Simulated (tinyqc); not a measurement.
Diamond against structures with more neighbours: Stillinger-Weber potential for a tetrahedral semiconductor. Computed by tinyqc, a small Python program. Command: `OMP_NUM_THREADS=1 python tinyqc.py 3014038 3014039 out.jsonl swsi walk`. One thread of a shared host (Intel(R) Xeon(R) Processor @ 2.30GHz), about 0.03 s of CPU time with the checks.

With x = r/sigma: pair term eps A (B x^-4 - 1) exp(1/(x - a)); for each pair of neighbours j, k of atom i, three-body term eps lambda exp(gamma/(x_ij - a) + gamma/(x_ik - a)) (cos theta_jik + 1/3)^2; both vanish beyond x = a. A = 7.049556277, B = 0.6022245584, a = 1.8.

Inputs (values chosen for the exercise, modelled on silicon):
```
quantity,value,unit
energy scale eps,2.187,eV
length scale sigma,2.101,angstrom
three-body strength lambda,21.6,-
gamma,1.3,-
```

Method. Each structure is relaxed in its neighbour distance d (lowest minimum for d between sigma and 1.7 sigma), with all neighbours inside the cut-off, second shells too where they fall inside.

Energies per atom (eV):
```
structure,first neighbours,d (angstrom),pair,three-body,total,volume (angstrom^3)
diamond,4,2.3583,-4.3740,0.0000,-4.3740,20.193
simple cubic,6,2.5712,-5.9654,1.3823,-4.5831,16.999
bcc,8,2.7426,-7.8144,2.6263,-5.1881,15.880
fcc,12,2.8637,-7.7450,2.6260,-5.1190,16.606
```

The order is bcc < fcc < simple cubic < diamond, the lowest two 0.069 eV apart. Against diamond the pair energy changes by -1.59 (simple cubic), -3.44 (bcc), -3.37 (fcc) eV, while angles away from 109.47 degrees cost 1.38, 2.63, 2.63 eV; the bonds stretch to 2.86 angstrom in fcc to weaken that penalty. With lambda = 21.6 and gamma = 1.3 (21 and 1.2 in the original fit to silicon) the three-body term, which a larger gamma damps, does not keep diamond lowest, unlike the element itself.

Extremes, crossings and ranges named in words are read from the listed rows.
